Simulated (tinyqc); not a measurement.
## Dead time against afterpulsing

Afterpulse probability pap = pa (Cd Vx/q) exp(-td/tt) Pm, with Pm the trigger probability of a released carrier; largest rate 1/td; each true event gives 1/(1 - pap) counts.

Values chosen for this exercise:
- Vx = 14 V (excess bias)
- Cd = 20 fF (diode capacitance)
- pa = 2.6e-7 (trapping probability per avalanche carrier)
- tt = 4.8 ns (trap release time)

Constants: q = 1.602176634e-19 C. Results are converted to the units shown.

Pm = 0.889

Dead time against afterpulsing:

| td (ns) | pap (%) | largest rate (1e6/s) | counts per event |
|---|---|---|---|
| 0.96 | 33.07 | 1042 | 1.494 |
| 1.6 | 28.94 | 625.0 | 1.407 |
| 2.5 | 24.00 | 400.0 | 1.316 |
| 4.1 | 17.19 | 243.9 | 1.208 |
| 6.7 | 10.00 | 149.3 | 1.111 |
| 11 | 4.084 | 90.91 | 1.043 |
| 18 | 0.9500 | 55.56 | 1.010 |
| 29 | 0.09604 | 34.48 | 1.001 |

What does the table show?

The afterpulse probability falls from 33.1 to 0.0960 %, a factor of ten for every 11.1 ns, while the largest rate falls from 1040 to 34.5 million a second.

Computed by the program tinyqc: `OMP_NUM_THREADS=1 python tinyqc.py 2630119 2630120 out.jsonl`, one thread of a shared Intel Xeon 2.30GHz, about 0.01 s for the whole run.
